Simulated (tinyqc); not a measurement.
MOS structure on a p-type body with a doping step (retrograde), non-linear Poisson equation by Newton steps: charge and capacitance against gate voltage.

One dimension, insulator interface at x = 0, acceptor density N1 for x < x1 and Na beyond, net doping C = -(acceptor density). psi is counted from the intrinsic level: n = ni exp((psi - Vb)/Vt), p = ni exp(-psi/Vt); deep in the body psi_b = -Vt ln(Na/ni). The gate acts through Cox = eps0 eox/tox and has the potential psi_G = Vg - (phiM - chi - Vt ln(Nc/ni)). Boltzmann statistics, full ionisation, classical densities, no oxide or interface charge.

ni = sqrt(Nc Nv) exp(-Eg/(2 Vt)), Eg in volts. The Poisson equation d/dx(eps0 eps_r dpsi/dx) = -q (p - n + C), with eps0 eps_r dpsi/dx = -Cox (psi_G - psi_0) at x = 0, is solved on a mesh of about 600 nodes or more. N_inv is the integral of n less its value deep in the body. C_LF = Cox (1 - dpsi_0/dVg) with all carriers following; C_HF is the same with the electron quasi-Fermi level shifting uniformly so that N_inv stays fixed. The centroid is that of the same excess.

Values chosen for this exercise; band and dielectric values close to those of silicon:
- T = 250 K (temperature)
- Eg = 1.12 eV (band gap)
- eps_r = 11.5 (relative permittivity)
- Nc = 2.16e19 cm^-3 (conduction-band density of states at T)
- Nv = 2.03e19 cm^-3 (valence-band density of states at T)
- chi = 4.1 eV (electron affinity)
- Na = 1.4e16 cm^-3 (acceptor density deep in the body)
- eox = 22.1 (relative permittivity of the gate insulator (close to hafnium oxide))
- tox = 8.1 nm (insulator thickness)
- phiM = 4.44 eV (gate work function)
- Vb = 1.3 V (electron quasi-Fermi potential against the body)
- x1 = 130 nm (depth of the doping step)
- N1 = 1.4e15 cm^-3 (acceptor density above the step)

Constants: q = 1.602176634e-19 C, kB = 1.380649e-23 J/K, Vt = kB T/q, eps0 = 8.8541878128e-14 F/cm where lengths are in cm. Results are converted to the units shown.

Result of one run:

| psi_0 - psi_b (V) | N_inv (cm^-2) | C_LF/Cox | C_HF/Cox | centroid (nm) |
|---|---|---|---|---|
| 2.24 | 9.53e11 | 0.662 | 0.00909 | 1.97 |

Which gate voltage against the body Vg gave this result: 1.47, 1.71, 1.83, 1.96 or 2.08 V?

Vg = 1.71 V.

The whole series:

| Vg (V) | psi_0 - psi_b (V) | N_inv (cm^-2) | C_LF/Cox | C_HF/Cox | centroid (nm) |
|---|---|---|---|---|---|
| 1.23 | 1.82 | 1.00e4 | 0.00987 | 0.00987 | 3.20 |
| 1.35 | 1.94 | 2.40e6 | 0.00959 | 0.00958 | 3.08 |
| 1.47 | 2.06 | 5.73e8 | 0.0110 | 0.00933 | 2.96 |
| 1.59 | 2.18 | 9.47e10 | 0.215 | 0.00912 | 2.73 |
| 1.71 | 2.24 | 9.53e11 | 0.662 | 0.00909 | 1.97 |
| 1.83 | 2.27 | 2.30e12 | 0.806 | 0.00910 | 1.45 |
| 1.96 | 2.29 | 3.95e12 | 0.871 | 0.00910 | 1.13 |
| 2.08 | 2.30 | 5.56e12 | 0.902 | 0.00911 | 0.940 |
| 2.2 | 2.31 | 7.21e12 | 0.922 | 0.00911 | 0.810 |

N_inv goes from 10000 to 7.21e12 cm^-2 and passes 2e11 cm^-2 at Vg = 1.62 V. Below threshold it takes 50.4 mV a decade between Vg = 1.35 and 1.47 V, against Vt ln 10 = 49.6 mV. C_LF/Cox is lowest, 0.00959, at Vg = 1.35 V among the rows listed and ends at 0.922, while C_HF/Cox ends at 0.00911. Between the last two rows q dN_inv/dVg is 0.913 Cox. Where the classical centroid is under about 2 nm, confinement would move the charge away from the interface and raise the threshold. Above about 2e12 cm^-2 degeneracy matters too.

tinyqc, about 0.4 s, one thread, Intel Xeon 2.30GHz (shared host): `OMP_NUM_THREADS=1 python tinyqc.py 2080001 2080002 out.jsonl`
